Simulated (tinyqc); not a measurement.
Worked calculation: strained quantum well: band edges, subbands and transparency. Values are carried at full precision from step to step, so a last printed digit may differ when a step is redone from the rounded ones.

Growth on (001), barriers unstrained: tr(e) = e (2 - nu2), Z = b e (1 + nu2); Ec = Ev + Eg + ac tr(e), E_HH = Ev + av tr(e) + Z, E_LH = Ev + av tr(e) - Z (coupling to the split-off band left out).

Constants: hbar^2/2m0 = 3.80998211 eV angstrom^2; hc = 1239.841984 eV nm; kB = 8.617333262e-05 eV/K.

Values chosen for the exercise (near those of an InGaAs/AlGaAs well; the results hold for these values, not for the real material): e = -0.0113 (strain in the plane); nu2 = 0.946 (2 C12/C11); Eg = 1.187 eV (unstrained gap of the well); Ev = -0.766 eV (its valence edge); ac = -6.84 eV; av = 1.13 eV (Ev moves by av tr(e)); b = -1.97 eV (shear potential); Egb = 1.667 eV (gap of the barrier); Evb = -0.905 eV (its valence edge); L = 42 angstrom (well width); me = 0.0592 m0 (electron mass); g1 = 9.06 (gamma1); g2 = 3.09 (gamma2); meb = 0.084 m0; g1b = 6.3; g2b = 1.8; T = 250 K (temperature); Br = 1.5 x 1e-4 cm^2/s (two-dimensional radiative coefficient).

## Strained band edges and offsets

Give tr(e), Z, the edges Ec, E_HH, E_LH and the well depths against the barrier.

tr(e) = -0.01191
Z = 0.0433 eV

Ec, E_HH, E_LH (eV): [0.5025, -0.7361, -0.8228]

depths for e, HH, LH (eV): [0.2595, 0.1689, 0.0822]

The well is under compression, which puts HH on top, by 87 meV; the gap becomes 1.2386 eV, +52 meV from the unstrained one.

## Subband edges

Masses along z: me, 1/(g1 - 2 g2) for HH, 1/(g1 + 2 g2) for LH, likewise in the barrier; in the plane me, 1/(g1 + g2) for HH and 1/(g1 - g2) for LH (no mixing, which understates the hole masses away from k = 0). Level n solves k L + 2 atan[(k/m)/(kappa/mb)] = n pi, k = sqrt(m E/c), kappa = sqrt(mb (V - E)/c), c = hbar^2/2m0.

Up to three electron, four HH and two LH levels, on the common energy scale, with their masses in the plane.

Subbands:
```
level   E (eV)  m in the plane
e1      0.6009          0.0592
hh1    -0.7671          0.0823
hh2    -0.8515          0.0823
lh1    -0.8704          0.1675
```

lowest transition = 1.3680 eV
wavelength hc/E = 906.3 nm

The top hole level is hh1, so the edge is mainly TE polarised; hh2 lies 84 meV lower.

## Transparency density

Transparency (Bernard-Duraffourg): Fc - Fv equals the lowest transition energy with n = p, n = sum m/(2 pi c) kB T ln(1 + exp((Fc - E)/kB T)) and p likewise over the listed subbands; c = hbar^2/2m0, 1/angstrom^2 = 1e16/cm^2.

Solve for u = (Fc - e1)/kB T; give n_tr, the share of holes in the top subband and the current e Br n_tr^2 (e = 1.602177e-19 C).

u = 0.262
n_tr = 0.444 x 1e12/cm^2
share = 0.953
current density = 4.7 A/cm^2

For mirror-image bands u = 0 and n_tr = me kB T ln2/(2 pi c) = 0.369 x 1e12/cm^2; the heavier or more numerous hole states raise it by a factor 1.20.

## Checks

- Transparency for equal single subbands against m kB T ln2/(2 pi c): both 0.3743.

tinyqc: `OMP_NUM_THREADS=1 python tinyqc.py 1282026 1282027 out.jsonl`; about 0.02 s, one thread, shared Intel(R) Xeon(R) Processor @ 2.30GHz.
